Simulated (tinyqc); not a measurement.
Global model of a low-pressure process discharge: electron temperature, density, ion flux and ion energy. From one set of inputs to another, one input at a time. Computed by tinyqc, a small Python program. Command: `OMP_NUM_THREADS=1 python tinyqc.py 3110233 3110234 out.jsonl plasma ladder`. One thread of a shared host (Intel(R) Xeon(R) Processor @ 2.30GHz), about 0.01 s of CPU time with the checks.

Maxwellian electrons with temperature T_e in eV, one positive ion, no negative ions, uniform bulk density n; rate constants have the Arrhenius form.

The inputs printed are set A. Inputs not listed in the table keep their values of set A, so the rows need not describe a real material.

Inputs (values chosen for the exercise, of the order of those of an inductive discharge in a simple atomic gas):
```
quantity,value,unit
ion mass M,32,u
ionisation prefactor K0,2.3e-14,m^3/s
ionisation energy E_iz,12.3,eV
excitation prefactor X0,9.4e-15,m^3/s
excitation energy E_ex,9.94,eV
elastic rate constant K_el,1.9e-13,m^3/s
ion-neutral cross section,6.3e-19,m^2
pressure p,0.36,Pa
gas temperature T_g,600,K
radius R,17,cm
height L,13,cm
absorbed power P,2600,W
bias power P_b,43,W
radius of the biased electrode,15,cm
bias frequency,27,MHz
```

Constants: k_B = 1.380649e-23 J/K; e = 1.602176634e-19 C; u = 1.6605390666e-27 kg; m_0 = 9.1093837015e-31 kg; eps_0 = 8.8541878128e-12 F/m.

Method:
- n_g = p/(k_B T_g); lambda_i = 1/(n_g sigma); h_L = 0.86/sqrt(3 + L/(2 lambda_i)), h_R = 0.8/sqrt(4 + R/lambda_i); A_eff = 2 pi R^2 h_L + 2 pi R L h_R; d_eff = pi R^2 L/A_eff.
- Particle balance: K0 exp(-E_iz/T_e) n_g d_eff = u_B, u_B = sqrt(e T_e/M).
- Root found by bracketing.
- E_c = E_iz + (X0 exp(-E_ex/T_e) E_ex + K_el (3 m_0/M) T_e)/K_iz; wall potential V_s = (T_e/2) ln(M/(2 pi m_0)); E_T = E_c + 2 T_e + T_e/2 + V_s; n = P/(e u_B A_eff E_T); ion current density J = e h_L n u_B; ionised share n/n_g.
- All bias power goes to ions: V_b = P_b/(J pi r^2). Debye length at the sheath edge lambda_D = sqrt(eps_0 T_e/(e h_L n)); Child-law sheath s = (sqrt2/3) lambda_D (2 V/T_e)^(3/4), V = V_b + V_s; ion transit time tau_i = 3 s sqrt(M/(2 e V)); collisions in the sheath s/lambda_i.

Each row keeps all changes above it:
```
input moved,from,to,T_e (eV),ion current density J (mA/cm^2),bias voltage V_b (V)
set A,-,-,3.5116,20.757,2.93
pressure p (Pa),0.36,1.9,2.0681,24.393,2.49
radius R (cm),17,19,2.0500,20.483,2.97
gas temperature T_g (K),600,400,1.8577,20.344,2.99
absorbed power P (W),2600,200,1.8577,1.565,38.87
bias power P_b (W),43,310,1.8577,1.565,280.25
height L (cm),13,19,1.7556,1.283,341.94
ionisation energy E_iz (eV),12.3,15,2.1741,0.723,606.54
```

Where does the difference come from?

T_e goes from 3.51 to 2.17, a factor 0.619 in all. The largest single move comes from pressure p (a factor 0.589), and ionisation energy E_iz works against it (a factor 1.24). ion current density J goes from 20.8 to 0.723, a factor 0.0348 in all. The largest single move comes from absorbed power P (a factor 0.0769). Bias voltage V_b goes from 2.93 to 607, a factor 207 in all. The largest single move comes from absorbed power P (a factor 13.0). The single moves hold for this order of the switches; the total does not depend on the order.

Caution (rows set A): at this ionised share gas depletion and heating, left out here, matter.

Extremes, crossings and ranges named in words are read from the listed rows.
